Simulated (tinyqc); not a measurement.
Front-illuminated p-i-n photodiode, quantum efficiency and bandwidth: one step of the calculation.

Light enters through a p layer (0 to xp), a depleted layer (xp to xp + wi) and a thick n substrate, decaying as exp(-al x); one pass, no back reflection. Carriers made in the depleted layer are all collected; those in the neutral layers diffuse.

Task. Response at one frequency. Drift response for pairs made in the depleted layer, a = al wi, g = 1 - exp(-a), u = 2 pi i f, te = wi/ve, th = wi/vh: electrons He = [g - a (exp(-a) - exp(-u te))/(u te - a)]/(u te g), holes Hh = [g - a (1 - exp(-a - u th))/(a + u th)]/(u th g); C = eps0 eps_r pi (dia/2)^2/wi + Cp; total |He + Hh|/sqrt(1 + (2 pi f RL C)^2), for the current of the depleted layer alone.

Inputs (values chosen for the exercise); values close to those of silicon at this wavelength:
```
symbol   value  unit                          meaning
al        7670  1/cm           absorption coefficient
eps_r     12.2                  relative permittivity
wi        0.65    um  thickness of the depleted layer
ve      1.02e7  cm/s          electron drift velocity
vh      6.76e6  cm/s              hole drift velocity
dia         15    um                         diameter
RL          50   ohm                  load resistance
Cp          30    fF            parasitic capacitance
f           35   GHz             modulation frequency
```

Constants: eps0 = 8.8541878128e-14 F/cm where lengths are in cm. Results are converted to the units shown.

Give: te; th; He; Hh; |He + Hh|; C; total response.

Result.

te = 6.373 ps
th = 9.615 ps
He = 0.4531-0.2374i
Hh = 0.3206-0.2497i
|He + Hh| = 0.9143
C = 59.37 fF
total response = 0.7656

The drift response alone falls to 1/sqrt(2) at 69.4 GHz and the RC term alone at 53.6 GHz; together they give 40.6 GHz.

Program tinyqc, `OMP_NUM_THREADS=1 python tinyqc.py 2250005 2250006 out.jsonl`; Intel Xeon 2.30GHz, shared host, one thread, about 0.01 s.
